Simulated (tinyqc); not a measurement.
Inside a calculation. Model: physical sputtering: collision-cascade yield, angular dependence, faceting and resputtering in deposition. Computed by tinyqc, a small Python program that keeps every step. Command: `OMP_NUM_THREADS=1 python tinyqc.py 3002880 3002881 out.jsonl sputter walk`. One thread of a shared host (Intel(R) Xeon(R) Processor @ 2.30GHz), about 0.01 s of CPU time with the checks. Intermediate numbers are printed to about 7 digits and carried at full precision; extremes and crossings named in words are read from the listed rows.

Ions start collision cascades; atoms that reach the surface with more than U leave. The target is amorphous or fine-grained.

Inputs (values chosen for the exercise, modelled on xenon ions on copper):

| quantity | value | unit |
|---|---|---|
| ion Z1 | 54 | - |
| ion mass M1 | 131.3 | u |
| target Z2 | 29 | - |
| target mass M2 | 63.55 | u |
| surface binding energy U | 3.49 | eV |
| target density N | 84.9 | 1/nm^3 |
| fit factor Q | 1 | - |
| ion energy E | 120 | eV |
| current density J | 0.12 | mA/cm^2 |
| angular exponent f | 1.9 | - |
| angle of the largest yield | 69 | degrees |
| angle of incidence | 10 | degrees |
| deposition rate over sputter rate on a flat surface, D/S | 4.6 | - |

Constants: e = 1.602176634e-19 C.

## Yield at normal incidence

gamma = 4 M1 M2/(M1 + M2)^2; threshold E_th = 6.7 U/gamma for M1 >= M2, else U (1 + 5.7 M1/M2)/gamma. eps = 0.03255 M2 E/(Z1 Z2 (M1 + M2) z), z = (Z1^(2/3) + Z2^(2/3))^(1/2), E in eV; s_n = 3.441 sqrt(eps) ln(eps + 2.718)/(1 + 6.355 sqrt(eps) + eps (6.882 sqrt(eps) - 1.708)); S_n = 84.78 Z1 Z2 M1 s_n/((M1 + M2) z) in eV angstrom^2; alpha = 0.249 (M2/M1)^0.56 + 0.0035 (M2/M1)^1.5 for M1 <= M2, else 0.0875 (M2/M1)^(-0.15) + 0.165 M2/M1; Y0 = 0.042 Q alpha S_n/U [1 - sqrt(E_th/E)]^2.5 (the electronic-loss factor of the full formula is dropped). Erosion rate = Y0 J/(e N); 1 cm^2 = 1e14 nm^2.

energy transfer factor gamma = 0.8791024

threshold E_th = 26.59872 eV

reduced energy eps = 1.670113e-04

nuclear stopping S_n = 754.9339 eV angstrom^2

alpha = 0.1774229

yield Y0 = 0.3283861 atoms per ion

erosion rate = 1.738198 nm/min

The threshold factor is 0.204; the energy cost is 365 eV per removed atom, 105 times U. Caution: within a few times the threshold, cascades are short and these fits are rough.

## Oblique incidence

Angular law: Y/Y0 = t^f exp(-f cos(a_opt)(t - 1)), t = 1/cos(angle), largest at a_opt. A plane tilted by the angle recedes along the beam at a speed proportional to Y(angle), and along its own normal as Y cos(angle).

Y/Y0 at the angle = 1.018757

yield at the angle = 0.3345455 atoms per ion

normal speed relative to a flat surface = 1.003279

largest Y/Y0 = 2.076471

## Deposition with resputtering

With a directional flux, net growth along the beam is D - S Y(angle)/Y0. Slopes where Y/Y0 exceeds D/S are etched: solve Y/Y0 = D/S below a_opt, if the largest Y/Y0 exceeds D/S. The normal speed is largest where f (1 - cos(a_opt)/cos(angle)) = 1, cos(angle) = f cos(a_opt)/(f - 1), or at angle 0 if this exceeds 1.

Angle of zero net growth: none: every slope grows

angle of the largest normal speed = 40.83861 degrees

Deposition outweighs sputtering at every angle, so no slope is cut back.

## Yield over energy

The formulas are those given above.

Normal incidence:

| E (eV) | eps | S_n (eV angstrom^2) | Y0 | Y0 per keV |
|---|---|---|---|---|
| 50 | 6.958802e-05 | 500.693 | 4.073443e-02 | 0.814689 |
| 100 | 1.391760e-04 | 693.710 | 2.417182e-01 | 2.417182 |
| 200 | 2.783521e-04 | 953.739 | 6.551485e-01 | 3.275743 |
| 300 | 4.175281e-04 | 1143.715 | 1.009164e+00 | 3.363880 |
| 500 | 6.958802e-04 | 1429.365 | 1.584502e+00 | 3.169004 |
| 1000 | 1.391760e-03 | 1909.832 | 2.612908e+00 | 2.612908 |
| 2000 | 2.783521e-03 | 2506.493 | 3.939691e+00 | 1.969846 |
| 5000 | 6.958802e-03 | 3471.943 | 6.134510e+00 | 1.226902 |
| 10000 | 1.391760e-02 | 4313.332 | 8.067802e+00 | 0.806780 |
| 30000 | 4.175281e-02 | 5734.914 | 1.135378e+01 | 0.378459 |
| 100000 | 1.391760e-01 | 7091.671 | 1.453212e+01 | 0.145321 |

The yield per keV peaks at 300 eV among these rows, 11 times the threshold, the most economical range for removing atoms. Y0 varies as E^2.57 between the first rows and as E^0.20 at the end, where nuclear stopping is flattening. Caution: the electronic-loss factor, dropped here, would lower the yields at the highest energies slightly.

Checks made by the program: position of the angular maximum (relative difference below 1e-10).
